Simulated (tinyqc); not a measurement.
Composition against offsets: model-solid line-up of a strained alloy layer on a substrate.

All values of the alloy are linear in x but the gap, Eg(x) = (1 - x) Eg_A + x Eg_B - C x (1 - x), and the valence edge, Ev(x) = (1 - x) Ev_A + x Ev_B + fv C x (1 - x); Ec = Ev + Eg. Ev is the top of the unstrained valence band on a scale common to all materials. In the layer only the Gamma valley of the conduction band is followed, also where an X or L valley would lie lower.

Coherent growth on a (110) face: e_par = (a_s - a)/a, e_perp = -(C11 + 3 C12 - 2 C44)/(C11 + C12 + 2 C44) e_par; exx = eyy = (e_par + e_perp)/2, ezz = e_par, exy = (e_perp - e_par)/2, eyz = ezx = 0.

Strained edges: Ec + ac tr(e); the valence edges are Ev plus the levels of the 6 x 6 matrix of X, Y, Z times spin with -Dso/3 + l exx + m (eyy + ezz) on the diagonal (cyclic), n exy off it, l = av + 2 b, m = av - b, n = sqrt(3) d. Spin-orbit term (Dso/3) L.sigma on X, Y, Z with (L_k)_ij = -i epsilon_kij: <X+|H|Y+> = -i Dso/3, <X+|H|Z-> = Dso/3, <Y+|H|Z-> = -i Dso/3, <Z+|H|X-> = -Dso/3, <Z+|H|Y-> = i Dso/3, <X-|H|Y-> = i Dso/3, and their conjugates; + and - are the spin along z.

dEc = Ec(substrate) - Ec(layer), dEv = Ev(layer) - Ev(substrate); positive values confine the carrier in the layer. Type I: both of one sign; type II: opposite signs; type III: the gaps do not overlap.

Inputs chosen for the exercise (A near GaAs, B near GaSb, substrate near InP; shifted at random, so the results belong to these values and not to a real crystal): a = (5.657, 6.094) angstrom (lattice constant of A, B); Eg = (1.523, 0.813) eV (gap at Gamma to the s-like level of A, B); Dso = (0.336, 0.752) eV (spin-orbit splitting of A, B); Ev = (-0.8, -0.03) eV (top of the unstrained valence band of A, B); ac = (-7.26, -7.53) eV (conduction deformation potential of A, B); av = (1.17, 0.81) eV (valence hydrostatic potential of A, B); b = (-2.01, -1.97) eV (tetragonal shear potential of A, B); d = (-4.78, -4.76) eV (trigonal shear potential of A, B); C11 = (120.3, 87.9) GPa (of A, B); C12 = (56.1, 40.3) GPa (of A, B); C44 = (59.4, 42.7) GPa (of A, B); C = 1.642 eV (bowing of the gap); fv = 0.6 (share of the bowing taken by the valence edge); a_s = 5.877 angstrom (substrate); Eg_s = 1.417 eV (lowest gap of the substrate); Ev_s = -0.93 eV (substrate valence edge); face = 110 (growth face).

Each composition is strained to the same substrate.

Results:

| x | e_par (%) | relaxed gap (eV) | strained gap (eV) | valence splitting (meV) | dEc (eV) | dEv (eV) | type |
|---|---|---|---|---|---|---|---|
| 0.12 | 2.93 | 1.264 | 0.743 | 287 | 0.131 | 0.543 | I |
| 0.23 | 2.08 | 1.069 | 0.710 | 194 | 0.083 | 0.624 | I |
| 0.35 | 1.15 | 0.901 | 0.708 | 102 | 0.013 | 0.696 | I |
| 0.46 | 0.32 | 0.789 | 0.736 | 27 | -0.066 | 0.747 | II |
| 0.57 | -0.49 | 0.716 | 0.754 | 39 | -0.161 | 0.824 | II |
| 0.68 | -1.30 | 0.683 | 0.784 | 97 | -0.271 | 0.904 | II |
| 0.80 | -2.16 | 0.692 | 0.860 | 152 | -0.408 | 0.965 | II |
| 0.91 | -2.93 | 0.742 | 0.970 | 198 | -0.550 | 0.997 | II |

How do the results move, and what explains it?

The alloy matches the substrate at x = 0.503, where the top valence edge changes its character and the splitting passes through zero. The strained gap runs from 0.743 to 0.970 eV, against 1.264 to 0.742 eV for the relaxed alloy: strain reverses the change that the composition makes. It is not monotonic; its extremes in the table are 0.708 and 0.970 eV. Strains above 2 % can be kept only in layers of a few nanometres. The type changes: I to II between x = 0.35 and 0.46. Offsets below about 50 meV are within the spread of parameter sets, so those rows do not settle the type.

Run: tinyqc, `OMP_NUM_THREADS=1 python tinyqc.py 1080702 1080703 out.jsonl`; Intel(R) Xeon(R) Processor @ 2.30GHz, one thread, shared host; about 0.02 s of CPU time with all checks.
